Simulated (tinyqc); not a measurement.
Millisecond and nanosecond annealing: surface heating, thermal budget and solid-phase regrowth: one step, computed by the program tinyqc.

A square pulse heats the surface of a thick wafer with constant thermal properties; losses by radiation are neglected and silicon melts at 1414 C.

Question. Thermal budget. Absorbed flux q = (1 - R) fluence/t_p; kappa = k/c. With f(z, t) = (2 q/k) sqrt(kappa t) ierfc(z/(2 sqrt(kappa t))), ierfc(x) = exp(-x^2)/sqrt(pi) - x erfc(x): T = T0 + f(z, t) during the pulse and T0 + f(z, t) - f(z, t - t_p) after it. Temperatures in kelvin are T(C) + 273.15. Integrate exp(-E/(k_B T(t))) at the surface from 0 to 10 t_p (Gauss-Legendre, 60 points in sqrt(t) up to t_p and 60 in sqrt(t - t_p) after it). (Dt) = D0 x integral with E; regrowth = v0 x integral with E_v; effective time = integral/exp(-E/(k_B T_peak)).

Inputs (values chosen for the exercise, modelled on hot silicon with arsenic): incident fluence = 32.4 J/cm^2; pulse length t_p = 0.002 s; reflectance R = 0.39; thermal conductivity k = 0.27 W/(cm K); heat capacity per volume c = 2.16 J/(cm^3 K); preheat temperature T0 = 600 C; dopant prefactor D0 = 8.64 cm^2/s; dopant activation energy E = 4 eV; regrowth prefactor v0 = 5e+08 cm/s; regrowth energy E_v = 2.68 eV.

Source: flash lamp.

peak temperature = 1252.989 C

Constants: k_B = 8.617333262e-05 eV/K.

Give: budget (Dt); diffusion length 2 sqrt(Dt); effective time over t_p; possible regrowth.

Answer.

budget (Dt) = 1.573e-16 cm^2

diffusion length 2 sqrt(Dt) = 0.2508 nm

effective time over t_p = 0.1473

possible regrowth = 3108 nm

Caution: equilibrium diffusivities are used; implant damage enhances diffusion, and k and c vary with temperature. Caution: the peak lies above 1150 C, and amorphous silicon melts some 200 to 250 K below the crystal, so a layer that has not regrown before the peak may melt instead.
